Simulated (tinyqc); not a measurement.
## Coupling and phonon occupation from the scattering functions

Problem. A level coupled to a phonon of energy w0 has, in the self-consistent Born approximation, Sin(E) = M^2 [(Nq + 1) Gn(E + w0) + Nq Gn(E - w0)], Sout(E) = M^2 [(Nq + 1) Gp(E - w0) + Nq Gp(E + w0)]. Find M, Nq and, from Nq = 1/(exp(w0/kB T) - 1), the phonon temperature.

Parameters, values chosen for the exercise: phonon energy w0 = 50 meV.

Constants: q = 1.602176634e-19 C, kB = 1.380649e-23 J/K. Results are converted to the units shown.

Gn at E - w0 and E + w0 (1/meV): [0.0027077693, 4.0623929e-7]
Gp at E - w0 and E + w0 (1/meV): [0.0083337445, 0.0023064675]
Sin and Sout at E (meV): [0.0021658260, 0.31854861]

Answer. Both equations are linear in M^2 and M^2 Nq.

M = 6.10 meV
Nq = 0.0213
T = 150 K

Numbers from tinyqc (`OMP_NUM_THREADS=1 python tinyqc.py 2720012 2720013 out.jsonl`; about 0.06 s on one thread of a shared Intel Xeon 2.30GHz).
